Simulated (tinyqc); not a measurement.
Grain growth, pinning, strength and diffusional creep of a polycrystal or thin film: one step, computed by the program tinyqc. Command: `OMP_NUM_THREADS=1 python tinyqc.py 3007965 3007966 out.jsonl grain walk`. One thread of a shared host (Intel(R) Xeon(R) Processor @ 2.30GHz), about 0.01 s of CPU time with the checks.

One mean grain size d describes the structure.

Question. Yield stress. Hall-Petch term k_y/sqrt(d). Orowan term 3.06 x 0.4 G b ln(2 rbar/b)/(pi lambda sqrt(1 - nu)) with nu = 1/3, rbar = sqrt(2/3) r, lambda = rbar (sqrt(pi/f) - 2). Film term (threading dislocation, matched substrate, the geometry of an fcc (111) film taken for all cases): 3.464 G b ln(2 h/b)/(4 pi (1 - nu) h). The terms are added to sigma_0.

Inputs (values chosen for the exercise, modelled on nickel):
```
quantity,value,unit
shear modulus G,76.3,GPa
Burgers vector b,2.492,angstrom
anneal temperature T,833,K
particle volume fraction f,0.0012,-
particle radius r,4.4,nm
film thickness h,1400,nm
friction stress sigma_0,25,MPa
Hall-Petch slope k_y,0.15,MPa m^0.5
```

Sample: thin film on a substrate.

grain size d = 327.3124 nm

Give: Hall-Petch term; Orowan term; film term; yield stress.

Answer.

Hall-Petch term = 262.2 MPa

Orowan term = 172.7 MPa

film term = 52.38 MPa

yield stress = 512.2 MPa

Caution: the grains are smaller than the film is thick, so they are not columnar, and the groove drag and film term are overstated.
